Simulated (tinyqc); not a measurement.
Worked calculation: empirical pseudopotential in a few plane waves. One step of it, computed by the program tinyqc.

Problem. Levels at k. Diagonalise the Hermitian matrix.

H(k) at k (eV), order +0+0+0, -1-1-1, -1-1+1, -1+1-1, -1+1+1, +1-1-1, +1-1+1, +1+1-1, +1+1+1, -2+0+0, +0-2+0, +0+0-2, +0+0+2, +0+2+0, +2+0+0:
```
[[0.892089, 2.385928, -2.385928, -2.385928, -2.385928, -2.385928, -2.385928, -2.385928, 2.385928, 0.000000, 0.000000, 0.000000, 0.000000, 0.000000, 0.000000],
 [2.385928, 9.077779, 0.000000, 0.000000, -0.408171, 0.000000, -0.408171, -0.408171, 0.000000, -2.385928, -2.385928, -2.385928, -0.769654, -0.769654, -0.769654],
 [-2.385928, 0.000000, 8.016671, 0.408171, 0.000000, 0.408171, 0.000000, 0.000000, -0.408171, -2.385928, -2.385928, 0.769654, 2.385928, -0.769654, -0.769654],
 [-2.385928, 0.000000, 0.408171, 9.229366, 0.000000, 0.408171, 0.000000, 0.000000, -0.408171, -2.385928, 0.769654, -2.385928, -0.769654, 2.385928, -0.769654],
 [-2.385928, -0.408171, 0.000000, 0.000000, 8.168258, 0.000000, 0.408171, 0.408171, 0.000000, 2.385928, -0.769654, -0.769654, -2.385928, -2.385928, 0.769654],
 [-2.385928, 0.000000, 0.408171, 0.408171, 0.000000, 16.353948, 0.000000, 0.000000, -0.408171, 0.769654, -2.385928, -2.385928, -0.769654, -0.769654, 2.385928],
 [-2.385928, -0.408171, 0.000000, 0.000000, 0.408171, 0.000000, 15.292840, 0.408171, 0.000000, -0.769654, 2.385928, -0.769654, -2.385928, 0.769654, -2.385928],
 [-2.385928, -0.408171, 0.000000, 0.000000, 0.408171, 0.000000, 0.408171, 16.505535, 0.000000, -0.769654, -0.769654, 2.385928, 0.769654, -2.385928, -2.385928],
 [2.385928, 0.000000, -0.408171, -0.408171, 0.000000, -0.408171, 0.000000, 0.000000, 15.444427, -0.769654, -0.769654, -0.769654, -2.385928, -2.385928, -2.385928],
 [0.000000, -2.385928, -2.385928, -2.385928, 2.385928, 0.769654, -0.769654, -0.769654, -0.769654, 8.774605, 0.408171, 0.408171, -0.408171, -0.408171, 0.000000],
 [0.000000, -2.385928, -2.385928, 0.769654, -0.769654, -2.385928, 2.385928, -0.769654, -0.769654, 0.408171, 15.899188, 0.408171, -0.408171, 0.000000, -0.408171],
 [0.000000, -2.385928, 0.769654, -2.385928, -0.769654, -2.385928, -0.769654, 2.385928, -0.769654, 0.408171, 0.408171, 17.111883, 0.000000, -0.408171, -0.408171],
 [0.000000, -0.769654, 2.385928, -0.769654, -2.385928, -0.769654, -2.385928, 0.769654, -2.385928, -0.408171, -0.408171, 0.000000, 14.989667, 0.408171, 0.408171],
 [0.000000, -0.769654, -0.769654, 2.385928, -2.385928, -0.769654, 0.769654, -2.385928, -2.385928, -0.408171, 0.000000, -0.408171, 0.408171, 16.202361, 0.408171],
 [0.000000, -0.769654, -0.769654, -0.769654, 0.769654, 2.385928, -2.385928, -2.385928, -2.385928, 0.000000, -0.408171, -0.408171, 0.408171, 0.408171, 23.326944]]
```

Give: eigenvalues.

Solution.

eigenvalues (eV): [-2.2021, 3.5608, 5.7467, 5.7858, 10.2646, 10.9443, 12.7118, 12.8083, 14.0325, 15.2453, 18.2137, 19.3422, 21.1567, 21.3566, 26.3183]
